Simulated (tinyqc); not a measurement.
Surface against bulk across the gap: Shockley state of an s-p chain by decimation.

Each site has s at -d/2 and p at +d/2: H0 = diag(-d/2, d/2). The block to the next site on the right is H1 = [[-ts, u], [-u, tp]] (rows s, p of site n; columns s, p of site n + 1). Bulk: H(k) = [[-d/2 - 2 ts cos k, 2i u sin k], [-2i u sin k, d/2 + 2 tp cos k]]. The bands are inverted at k = pi if d < 2 (ts + tp).

Decimation (Sancho-Rubio) at z = E + i eta: start with es = e = H0, A = H1, B = H1^T. Each round forms g = (z - e)^-1 and sets es += A g B, e += A g B + B g A, A = A g A, B = B g B, doubling the length covered. Stop when all |A| < 1e-10. Surface G = (z - es)^-1, bulk G = (z - e)^-1; densities -Im tr G/pi.

Inputs chosen for the exercise:

| symbol | value | unit | meaning |
|---|---|---|---|
| d | 0.95 | eV | Ep - Es |
| ts | 1.01 | eV | s-s hopping |
| tp | 1.52 | eV | p-p hopping |
| u | 0.47 | eV | s-p hopping |
| eta | 0.05 | eV | broadening |
| E1 | -1.21 | eV | first energy |
| dE | 0.22 | eV | step |

Eleven energies E1 + j dE.

Densities (1/eV):

| E (eV) | surface | bulk |
|---|---|---|
| -1.210 | 0.3831 | 0.5082 |
| -0.990 | 0.1115 | 0.4914 |
| -0.770 | 0.0488 | 0.0494 |
| -0.550 | 0.0711 | 0.0230 |
| -0.330 | 0.2228 | 0.0163 |
| -0.110 | 4.5387 | 0.0147 |
| 0.110 | 0.2821 | 0.0165 |
| 0.330 | 0.0783 | 0.0238 |
| 0.550 | 0.0496 | 0.0524 |
| 0.770 | 0.1098 | 0.5337 |
| 0.990 | 0.3617 | 0.5549 |

edges of the bulk gap (201 k points) (eV): -1.0098  0.7876

Inside the gap the bulk density is only the tail of the broadening, at least 0.0147. The surface density peaks at -0.110 eV among these rows (4.539); a chain of 60 sites puts the surface level at -0.0958 eV.

Computed by tinyqc, a small Python program: `OMP_NUM_THREADS=1 python tinyqc.py 1482347 1482348 out.jsonl` (the numbers bound the seed that draws the inputs); one thread of a shared host (Intel(R) Xeon(R) Processor @ 2.30GHz), about 0.3 s for the whole set of steps.
